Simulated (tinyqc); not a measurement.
Raising U: Hubbard chain of 4 sites, mean field against exact. Computed by the program tinyqc. Collinear unrestricted mean field (the lowest of 40 random starts) against exact diagonalisation.

one-body matrix (hopping and site energies) (eV):
```
         1        2        3        4
1  -0.2400  -1.0300   0.0000   0.0000
2  -1.0300   0.5900  -1.0300   0.0000
3   0.0000  -1.0300   0.2200  -1.0300
4   0.0000   0.0000  -1.0300  -0.5500
```

electrons, up and down: 2  2

Exact and mean-field results (eV):

| U | U/t | E exact | E mean field | mean \|n_up - n_down\| | double occupancy, exact | first gap in the sector |
|---|---|---|---|---|---|---|
| 0.5200 | 0.5049 | -4.286445 | -4.263118 | 0.0000 | 0.2410 | 1.1859 |
| 1.0300 | 1.0000 | -3.822297 | -3.728550 | 0.0000 | 0.2142 | 1.0582 |
| 2.0600 | 2.0000 | -3.046380 | -2.674133 | 0.3086 | 0.1636 | 0.8503 |
| 3.0900 | 3.0000 | -2.462974 | -1.938596 | 0.6712 | 0.1213 | 0.6927 |
| 4.1200 | 4.0000 | -2.032192 | -1.489588 | 0.8091 | 0.0895 | 0.5740 |
| 6.1800 | 6.0000 | -1.471760 | -1.001644 | 0.9151 | 0.0511 | 0.4173 |
| 8.2400 | 8.0000 | -1.138801 | -0.749336 | 0.9525 | 0.0318 | 0.3238 |
| 12.3600 | 12.0000 | -0.773752 | -0.494143 | 0.9790 | 0.0153 | 0.2214 |
| 20.6000 | 20.0000 | -0.463277 | -0.288824 | 0.9925 | 0.0058 | 0.1347 |

What does the comparison show, and why?

In absolute terms mean field is worst at U/t = 4.0, 0.543 eV too high: at small U it is nearly exact, and at large U it misses only exchange-scale energies. Its local moments set in at U/t = 2.0 of those listed, a broken symmetry that the exact state of a finite cluster with equal spins does not have. Relative to the exact energy its error is 0.5 % at the smallest U, 38 % at most and 38 % at the largest. The double occupancy falls from 0.241 to 0.006.
